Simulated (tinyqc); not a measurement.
Elastic trap-assisted tunnelling through a dielectric: two steps of the calculation.

Emitter at x = 0 (Fermi level 0), collector at x = t (Fermi level -V), band edge U(x) = phi - F x, F = V/t. A trap at x has the energy E = U(x) - Et. With G(u) = (4/(3 F)) sqrt(mo/C) max(u, 0)^1.5, C = hbar^2/(2 m0): S1 = G(phi - E) - G(Et), S2 = G(Et) - G(phi - V - E), T1,2 = exp(-S1,2). The steady rate through one trap is nu T1 T2 (f1 - f2)/(T1 + T2), f1 = f(E), f2 = f(E + V), f(y) = 1/(1 + exp(y/Vt)); both contacts offer states at E.

Inputs (values chosen for the exercise); dielectric values close to those of silicon dioxide: temperature T = 350 K; barrier above the emitter Fermi level phi = 3.05 eV; tunnelling mass mo = 0.52 m0; thickness t = 3.5 nm; trap depth below the band edge of the dielectric Et = 2.3 eV; trap density Nt = 9.4e18 cm^-3; attempt frequency nu = 1e14 1/s; points of the grid n = 9; voltage V = 2.91 V; left end of the grid xa = 0.85 nm; right end of the grid xb = 1.92 nm.

Constants: q = 1.602176634e-19 C, kB = 1.380649e-23 J/K, hbar = 1.054571817e-34 J s, m0 = 9.1093837015e-31 kg, Vt = kB T/q, hbar^2/(2 m0) = 0.0380998212 eV nm^2. Results are converted to the units shown.

Task 1. Rate through a trap near the best position. n equally spaced x from xa to xb, where nearly all of the current flows; J = q Nt times the integral of the rate, by Simpson's rule.

Give: x; E; S1; S2; f1 - f2; rate; J.

Result 1.

```
point  x (nm)    E (eV)      S1      S2  f1 - f2  rate (1/s)
0      0.8500   0.04329  10.223  20.487  0.19229       24346
1      0.9838  -0.06792  11.952  20.104  0.90481    1.6806e5
2      1.1175  -0.17912  13.713  19.597  0.99737    3.0661e5
3      1.2512  -0.29032  15.504  18.993  0.99993    5.4744e5
4      1.3850  -0.40153  17.325  18.305   1.0000    8.1662e5
5      1.5188  -0.51273  19.175  17.541   1.0000    3.9340e5
6      1.6525  -0.62394  21.055  16.710   1.0000       70836
7      1.7862  -0.73514  22.964  15.815   1.0000       10633
8      1.9200  -0.84634  24.900  14.862   1.0000      1534.2
```

J = 0.046277 A/cm^2

Task 2. The best-placed trap against direct tunnelling. At x = xs: E, S1, S2 and the occupation (T1 f1 + T2 f2)/(T1 + T2). Direct tunnelling at E = 0 has S = (4/(3 F)) sqrt(mo/C) [phi^1.5 - max(phi - V, 0)^1.5].

xs = 1.39 nm

Wanted: E; S1; S2; occupation; S of direct tunnelling.

Result 2.

E = -0.4057 eV
S1 = 17.39
S2 = 18.28
occupation = 0.7076
S of direct tunnelling = 31.25

Range of the model: Phonon-assisted (inelastic) capture, chains of traps and a spread of trap depths are left out.

tinyqc, about 0.04 s, one thread, Intel Xeon 2.30GHz (shared host): `OMP_NUM_THREADS=1 python tinyqc.py 2370074 2370075 out.jsonl`
